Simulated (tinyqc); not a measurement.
Inversion layer as a triangular well, valleys of the Si type: sweeps and comparisons. A value that a table varies takes the place of the one given here.

Six ellipsoidal valleys with their long axes along the cube axes, mass ml along the axis and mt across it. For a valley whose axis makes the angle theta with the surface normal, 1/m_z = cos^2(theta)/ml + sin^2(theta)/mt sets the confinement; in the plane the masses are m_1 = mt and m_2 = ml mt/m_z, and m_d = sqrt(m_1 m_2).

The field is taken as constant, e F = 4 pi (e^2/4 pi eps0)(Nd + eta Ns)/eps, with 1e12/cm^2 = 1e-4/angstrom^2, and the oxide as a hard wall at z = 0; c = hbar^2/2m0.

Level j of a valley lies at E_j = a_j (c (e F)^2/m_z)^(1/3) above the band edge at the surface, with the Airy zeros a_j = 2.338107, 4.087949, 5.520560, 6.786708, 7.944134, 9.022651, 10.040174, 11.008524, 11.936016, 12.828777, and has <z> = 2 E_j/(3 e F).

Subband i holds n_i = g m_d/(2 pi c) kB T ln(1 + exp((EF - E_i)/kB T)) (spin included), and EF is fixed by sum n_i = Ns over the levels listed or, where none are listed, over j = 0 to 9 of each group; 1e12/cm^2 = 1e-4/angstrom^2.

Constants: hbar^2/2m0 = 3.80998211 eV angstrom^2; e^2/(4 pi eps0) = 14.39964547 eV angstrom; kB = 8.617333262e-05 eV/K.

Inputs chosen for the exercise (near those of Si; not measured data):
```
symbol  value                                unit         meaning
ml      0.93                                 m0           longitudinal mass
mt      0.188                                m0           transverse mass
eps     11.6                                              dielectric constant
Nd      0.12                                 x 1e12/cm^2  depletion charge
eta     0.75                                              share of Ns in the effective field
face    100                                               surface
T       300                                  K            temperature
Nss     (1, 2, 3, 5, 8, 12)                  x 1e12/cm^2  sheet densities
Ns      1.3                                  x 1e12/cm^2  electron sheet density
Xu      9                                    eV           uniaxial deformation potential
nu2     0.78                                              2 C12/C11
es      (-0.4, -0.2, 0, 0.2, 0.4, 0.8, 1.2)  %            biaxial strain in the plane
Vox     2.98                                 eV           barrier of an SiO2-like oxide
mox     0.41                                 m0           mass in the oxide
```

## Raising the sheet density

Valleys (masses in m0):
```
valleys g  cos^2(theta)      m_z      m_1      m_2      m_d
2               1.00000  0.93000  0.18800  0.18800  0.18800
4               0.00000  0.18800  0.18800  0.93000  0.41814
```

The field, the ladders and EF anew for each Ns.

Results:
```
Ns (1e12/cm^2)  F (MV/cm)  lowest E (eV)  next - lowest (meV)  EF - lowest (meV)  share of lowest (%)  <z> (angstrom)
1.0                 0.136         0.0459                 32.3              -62.7                 34.4            36.2
2.0                 0.253         0.0694                 48.9              -32.4                 50.9            25.3
3.0                 0.370         0.0894                 63.0              -13.7                 62.7            20.6
5.0                 0.604         0.1240                 87.3               11.9                 77.2            15.9
8.0                 0.955         0.1684                118.5               39.6                 87.8            12.8
12.0                1.423         0.2197                154.6               69.8                 93.6            10.8
```

Levels scale as F^(2/3): the field grows by 10.48 and the lowest level by 4.79. The layer thins from 36.2 to 10.8 angstrom. EF passes the lowest edge between 3 and 5 e12/cm^2. The share of the lowest subband rises throughout: the spacing grows faster than the band fills.

## Biaxial strain

Strain e in the plane raises the four primed valleys against the two unprimed ones by D = Xu (1 + nu2) e; the field is kept. m_c averages 1/mt (unprimed) and (1/mt + 1/ml)/2 (primed) over the electrons.

Results:
```
e (%)  D (meV)  0' - 0 (meV)  unprimed share (%)  m_c (m0)  <z> (angstrom)
-0.4     -64.1         -26.5                 9.0    0.2951            36.8
-0.2     -32.0           5.6                25.1    0.2680            34.8
0.0        0.0          37.6                52.8    0.2316            31.6
0.2       32.0          69.7                78.9    0.2053            28.6
0.4       64.1         101.7                92.7    0.1936            27.0
0.8      128.2         165.8                99.3    0.1885            26.3
1.2      192.2         229.9                99.9    0.1880            26.2
```

Without strain confinement alone splits the ladders by 38 meV and puts 53 % of the electrons into the two valleys that are light in the plane; under the largest tension the share is 99.9 %. m_c is 0.232 m0 without strain and 0.188 m0 there; moving all electrons can gain at most 23 % in 1/m_c. The ladders cross at e = -0.23 %, inside the table.

## Surface orientation

The same densities on four faces. m_c is the conductivity mass averaged over directions in the plane: 1/m_c = sum n_i (1/m_1 + 1/m_2)/2 / Ns.

Results:
```
face   valleys of lowest  lowest E (eV)  EF (eV)  share of lowest (%)  <z> (angstrom)  m_c (m0)
(100)                  2         0.0535   0.0020                 40.0            31.6     0.232
(110)                  4         0.0769   0.0050                 64.9            34.4     0.289
(111)                  6         0.0822   0.0056                 90.0            34.8     0.295
(211)                  2         0.0707   0.0049                 35.8            34.2     0.286
```

The lowest level is deepest on (100), where a valley axis lies closest to the normal, and the lightest conductivity mass is on (100) (0.232 m0, against 0.295 m0 on (111)). EF, counted from the band edge at the surface, is lowest on (100) and spans 4 meV.

## Four estimates of the lowest level

WKB: E = (c/m_z)^(1/3) (3 pi e F/2 x 3/4)^(2/3), <z> = 2E/(3 e F). Fang-Howard: psi = z exp(-b z/2) up to a norm, E = c b^2/(4 m_z) + 3 e F/b at its minimum b^3 = 6 e F m_z/c, <z> = 3/b. Finite barrier: flat height Vox and mass mox for z < 0, finite differences with psi and psi'/m continuous, cells of 0.05 angstrom from -15 to 300 angstrom. The last column is measured against Airy.

Lowest level:
```
method                E (eV)  <z> (angstrom)  E - Airy (meV)
Airy, hard wall       0.0535           20.86             0.0
WKB, hard wall        0.0531           20.71            -0.4
Fang-Howard           0.0566           22.10             3.2
finite oxide barrier  0.0521           20.08            -1.3
```

b = 0.1358 1/angstrom
probability in the oxide = 0.0002

WKB is off by -0.8 % and the variational function by +5.9 %, above the exact value as it must be; both ratios are independent of field and mass. The finite barrier lowers the level by 1.3 meV and brings the charge 0.8 angstrom closer; in energy that is less than the Fang-Howard error (3.2 meV).

## What each parameter does

Field, ladders and EF anew. Each row changes one parameter from the base and keeps the others.

Results:
```
case                   lowest E (eV)  EF (eV)  share of lowest (%)  <z> (angstrom)
base                          0.0535   0.0020                 40.0           31.59
Ns = 0.65 x 1e12/cm^2         0.0361  -0.0447                 26.9           45.18
Nd = 0.24 x 1e12/cm^2         0.0573   0.0078                 42.9           29.73
T = 360 K                     0.0535  -0.0203                 33.3           33.91
ml = 1.023 m0                 0.0518   0.0003                 39.9           31.24
mt = 0.207 m0                 0.0535  -0.0015                 38.8           31.29
eps = 10.4                    0.0575   0.0081                 43.1           29.64
```

The largest shifts from the base row, up to three for each result and ties (the steps differ in size, so this ranks the rows, not the parameters). lowest E (eV): Ns -0.0174, eps +0.0040, Nd +0.0038; unchanged at the printed digits by T and mt. EF (eV): Ns -0.0467, T -0.0223, eps +0.0061. share of lowest (%): Ns -13.1, T -6.7, eps +3.1. <z> (angstrom): Ns +13.59, T +2.32, eps -1.95.

Run: tinyqc, `OMP_NUM_THREADS=1 python tinyqc.py 1250485 1250486 out.jsonl`; Intel(R) Xeon(R) Processor @ 2.30GHz, one thread, shared host; about 0.02 s of CPU time with all checks.
